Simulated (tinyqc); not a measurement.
What moves the results: band edges of strained Si(1-x)Ge(x) on relaxed Si(1-y)Ge(y). A value that a table varies takes the place of the one given here.

Values are linear in the Ge fraction but for ED(x) = linear - CD x (1 - x) and a(x) = linear - Ca x (1 - x). Energies are on the common scale of Ev.

Coherent growth on a (001) face: e_par = (a(y) - a(x))/a(x), e_perp = -2 (C12/C11) e_par; exx = eyy = e_par, ezz = e_perp, no shear.

A valley with unit axis u lies at Ev + gap + (av + a_valley) tr(e) + Xu (u.e.u - tr(e)/3); the Delta axes are x, y, z and the L axes [111], [1-1-1], [-11-1], [-1-11]. The second-order shift of the Delta valleys under shear is left out; it lowers the pair normal to the sheared plane by tens of meV at a shear of 1 %.

Valence edges: Ev plus the levels of the 6 x 6 matrix of X, Y, Z times spin with -Dso/3 + l exx + m (eyy + ezz) on the diagonal (cyclic), n exy off it, l = av + 2 b, m = av - b, n = sqrt(3) d. Spin-orbit term (Dso/3) L.sigma on X, Y, Z with (L_k)_ij = -i epsilon_kij: <X+|H|Y+> = -i Dso/3, <X+|H|Z-> = Dso/3, <Y+|H|Z-> = -i Dso/3, <Z+|H|X-> = -Dso/3, <Z+|H|Y-> = i Dso/3, <X-|H|Y-> = i Dso/3, and their conjugates; + and - are the spin along z.

Coherent growth: e_par = (a(y) - a(x))/a(x). (001): e_perp = -2 (C12/C11) e_par; exx = eyy = e_par, ezz = e_perp, no shear. (111): e_perp = -(2 C11 + 4 C12 - 4 C44)/(C11 + 2 C12 + 4 C44) e_par; exx = eyy = ezz = (2 e_par + e_perp)/3 and exy = eyz = ezx = (e_perp - e_par)/3. (110): e_perp = -(C11 + 3 C12 - 2 C44)/(C11 + C12 + 2 C44) e_par; exx = eyy = (e_par + e_perp)/2, ezz = e_par, exy = (e_perp - e_par)/2, eyz = ezx = 0.

Values chosen for the exercise (end members near Si and Ge, in this order; shifted at random, so the results belong to these values and not to a real crystal):
```
symbol  value           unit      meaning
a       (5.428, 5.666)  angstrom  lattice constant
Dso     (0.044, 0.293)  eV        spin-orbit splitting
av      (2.45, 1.22)    eV        valence hydrostatic potential
b       (-2.12, -2.54)  eV        tetragonal shear potential
d       (-4.81, -5.32)  eV        trigonal shear potential
C11     (168.3, 130.1)  GPa
C12     (63.3, 47.7)    GPa
C44     (79.3, 66.3)    GPa
Ev      (0, 0.67)       eV        top of the unstrained valence band
ED      (1.136, 0.949)  eV        gap to the Delta valleys
EL      (1.989, 0.727)  eV        gap to the L valleys
aD      (1.71, 1.42)    eV        hydrostatic potential of the Delta gap
aL      (-2.86, -2.55)  eV        hydrostatic potential of the L gap
XuD     (8.89, 9.62)    eV        uniaxial potential, Delta
XuL     (16.46, 15.26)  eV        uniaxial potential, L
CD      0.196           eV        bowing of the Delta gap
Ca      0               angstrom  bowing of the lattice constant
face    001                       growth face
y       0                         Ge fraction of the relaxed buffer
x       0.23                      Ge fraction of the layer
```

## Composition of the layer

The buffer is kept. dEc = Ec(buffer) - Ec(layer), dEv = Ev(layer) - Ev(buffer); buffer edges Ev(y) and Ev(y) + min(ED, EL). The digit behind Delta or L counts whole valleys.

Results:
```
x     e_par (%)  lowest valleys  gap (eV)  next valleys above (meV)  valence splitting (meV)  dEc (eV)  dEv (eV)
0.08      -0.35          Delta4     1.068                        55                       20     0.012     0.057
0.16      -0.70          Delta4     1.002                       110                       35     0.020     0.114
0.24      -1.04          Delta4     0.939                       165                       47     0.024     0.173
0.31      -1.34          Delta4     0.885                       214                       58     0.025     0.226
0.39      -1.68          Delta4     0.826                       269                       69     0.023     0.287
0.47      -2.02          Delta4     0.769                       325                       81     0.018     0.349
0.55      -2.35          Delta4     0.715                       381                       92     0.008     0.413
```

What does this show, and why?

The gap is 1.068 eV in the first row and 0.715 eV in the last. The lowest valleys are Delta4 throughout. Per 0.1 of x the valence offset moves by +76 meV on average; the conduction offset lies between +8 and +25 meV, not monotonically. Both carriers sit on one side in every row. Offsets below about 30 meV are within the spread of parameter sets, so those rows do not settle the type. Strains above 2 % can be kept only in layers of a few nanometres.

## Composition of the buffer

The layer is kept. dEc = Ec(buffer) - Ec(layer), dEv = Ev(layer) - Ev(buffer); buffer edges Ev(y) and Ev(y) + min(ED, EL). The digit behind Delta or L counts whole valleys.

Results:
```
y     e_par (%)  lowest valleys  gap (eV)  next valleys above (meV)  valence splitting (meV)  dEc (eV)  dEv (eV)
0.00      -1.00          Delta4     0.946                       158                       46     0.024     0.166
0.11      -0.52          Delta4     1.000                        83                       31     0.010     0.086
0.33       0.43          Delta2     1.000                        69                       38     0.065    -0.034
0.45       0.95          Delta2     0.922                       151                       92     0.148    -0.067
0.56       1.43          Delta2     0.848                       227                      144     0.229    -0.094
0.67       1.91          Delta2     0.773                       303                      197     0.315    -0.120
0.78       2.39          Delta2     0.697                       378                      251     0.405    -0.145
```

How do the results move?

The gap is 0.946 eV in the first row and 0.697 eV in the last, with its largest listed value, 1.000 eV, at y = 0.33: it peaks near the match y = x, since strain of either sign narrows it. The lowest valleys change: Delta4 to Delta2 between y = 0.11 and 0.33. Per 0.1 of y the valence offset moves by -40 meV on average; the conduction offset lies between +10 and +405 meV, not monotonically. Both carriers sit on one side for y = 0.00 and 0.11, and on opposite sides elsewhere. Offsets below about 30 meV are within the spread of parameter sets, so those rows do not settle the type. Strains above 2 % can be kept only in layers of a few nanometres.

## The same layer on three faces

dEc = Ec(buffer) - Ec(layer), dEv = Ev(layer) - Ev(buffer); buffer edges Ev(y) and Ev(y) + min(ED, EL). The digit behind Delta or L counts whole valleys.

Results:
```
face   e_par (%)  lowest valleys  gap (eV)  next valleys above (meV)  valence splitting (meV)  dEc (eV)  dEv (eV)  Delta spread (meV)  L spread (meV)
(001)      -1.00          Delta4     0.946                       158                       46     0.024     0.166                 158               0
(111)      -1.00          Delta6     0.992                       658                       47    -0.017     0.161                   0             206
(110)      -1.00          Delta2     0.947                        68                       48     0.026     0.163                  68             162
```

What can be read from the table?

On (001) only the Delta valleys split (158 meV), on (111) only the L valleys (206 meV), on (110) both (68 and 162 meV). The lowest valleys are Delta4 on (001), Delta6 on (111) and Delta2 on (110); the smallest gap is 0.946 eV on (001) and the largest 0.992 eV on (111).

## What each parameter does

dEc = Ec(buffer) - Ec(layer), dEv = Ev(layer) - Ev(buffer); buffer edges Ev(y) and Ev(y) + min(ED, EL). Each row changes one parameter from the base and keeps the others.

Results:
```
case                       gap (eV)  valence splitting (meV)  dEc (eV)  dEv (eV)
base                         0.9463                     45.6    0.0239    0.1657
x = 0.26                     0.9230                     50.2    0.0249    0.1881
y = 0.03                     0.9609                     42.7    0.0196    0.1441
CD = 0.246 eV                0.9375                     45.6    0.0328    0.1657
XuL = (18.929, 17.549) eV    0.9463                     45.6    0.0239    0.1657
d = (-5.531, -6.118) eV      0.9463                     45.6    0.0239    0.1657
aD = (1.966, 1.633) eV       0.9433                     45.6    0.0270    0.1657
aL = (-3.289, -2.932) eV     0.9463                     45.6    0.0239    0.1657
Dso = (0.051, 0.337) eV      0.9463                     49.2    0.0239    0.1657
```

What can be read from the table?

The largest shifts from the base row, up to three for each result and ties (the steps differ in size, so this ranks the rows, not the parameters). gap (eV): x -0.0233, y +0.0146, CD -0.0089; unchanged at the printed digits by XuL, d, aL and Dso. valence splitting (meV): x +4.5, Dso +3.6, y -2.9; unchanged at the printed digits by CD, XuL, d, aD and aL. dEc (eV): CD +0.0089, y -0.0043, aD +0.0031; unchanged at the printed digits by XuL, d, aL and Dso. dEv (eV): x +0.0223, y -0.0216; unchanged at the printed digits by CD, XuL, d, aD, aL and Dso. The lowest valleys of the layer are Delta4, so among the conduction-band potentials only those of that family reach the gap and dEc; the buffer is unstrained. A shift large enough to swap the lowest family would change that.

Run: tinyqc, `OMP_NUM_THREADS=1 python tinyqc.py 1080957 1080958 out.jsonl`; Intel(R) Xeon(R) Processor @ 2.30GHz, one thread, shared host; about 0.01 s of CPU time with all checks.
